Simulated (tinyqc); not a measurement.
Reverse leakage of an n+-p junction: diffusion, generation, trap-assisted and band-to-band tunnelling: one step of the calculation.

One-sided abrupt junction in the depletion approximation, x from the junction (0) to W on the p side, field F = F0 (1 - x/W). Flat quasi-Fermi levels, long p side. Traps generate through SRH with both lifetimes shortened by 1 + Gamma (Hurkx enhancement, form for moderate fields); band-to-band generation is local and needs a total bending above Eg.

Problem. Generation rates across the layer. u = (Vbi + VR)(1 - x/W)^2, p = Na exp(-u/Vt), n = Nd exp((u - Vbi - VR)/Vt); G0 = ni^2 (1 - exp(-VR/Vt))/(tau (n + p + 2 ni cosh(Et/Vt))); Gamma = 2 sqrt(3 pi)(F/FG) exp((F/FG)^2); trap-assisted part G0 Gamma; G_bb = Ab F^2.5 exp(-Bb/F) with F in V/cm, zero unless Vbi + VR > Eg. 12 equal steps.

Inputs (values chosen for the exercise); band and dielectric values close to those of In0.53Ga0.47As:

| symbol | value | unit | meaning |
|---|---|---|---|
| T | 350 | K | temperature |
| Eg | 0.753 | eV | band gap |
| Na | 2.2e17 | cm^-3 | acceptor density of the lighter side |
| Nd | 1e19 | cm^-3 | donor density of the heavier side |
| tau | 2e-6 | s | SRH lifetime of both carriers at zero field |
| Et | -0.12 | eV | trap level above the intrinsic level |
| Ab | 2.5e16 | cm^-0.5 V^-2.5 s^-1 | band-to-band prefactor |
| Bb | 6.46e6 | V/cm | band-to-band field constant |
| VR | 0.7 | V | reverse bias |

Constants: q = 1.602176634e-19 C, kB = 1.380649e-23 J/K, Vt = kB T/q. Results are converted to the units shown.

ni = 6.1012559e12 cm^-3
Vbi = 0.74805960 V
W = 101.28044 nm
F0 = 285.95048 kV/cm
FG = 211.97870 kV/cm

Wanted: x; F; Gamma; G0; G0 Gamma; G_bb.

Solution.

```
point,x (nm),F (kV/cm),Gamma,G0 (cm^-3 s^-1),G0 Gamma (cm^-3 s^-1),G_bb (1e20 cm^-3 s^-1)
0,0.0,286.0,51.10,1.861e12,9.511e13,1.688
1,8.4,262.1,35.03,3.723e15,1.304e17,0.174
2,16.9,238.3,24.42,5.632e16,1.376e18,0.012
3,25.3,214.5,17.29,5.706e16,9.864e17,0.000
4,33.8,190.6,12.40,5.706e16,7.073e17,0.000
5,42.2,166.8,8.974,5.705e16,5.120e17,0.000
6,50.6,143.0,6.527,5.682e16,3.709e17,0.000
7,59.1,119.1,4.733,4.911e16,2.325e17,0.000
8,67.5,95.3,3.379,1.342e16,4.535e16,0.000
9,76.0,71.5,2.320,1.651e15,3.831e15,0.000
10,84.4,47.7,1.452,3.193e14,4.636e14,0.000
11,92.8,23.8,0.6990,1.178e14,8.237e13,0.000
12,101.3,0.0,0,8.448e13,0,0.000
```

Range of the model: The n+ side is degenerate, so Vbi from Boltzmann statistics is only a guide.

tinyqc, about 0.01 s, one thread, Intel Xeon 2.30GHz (shared host): `OMP_NUM_THREADS=1 python tinyqc.py 2290077 2290078 out.jsonl`
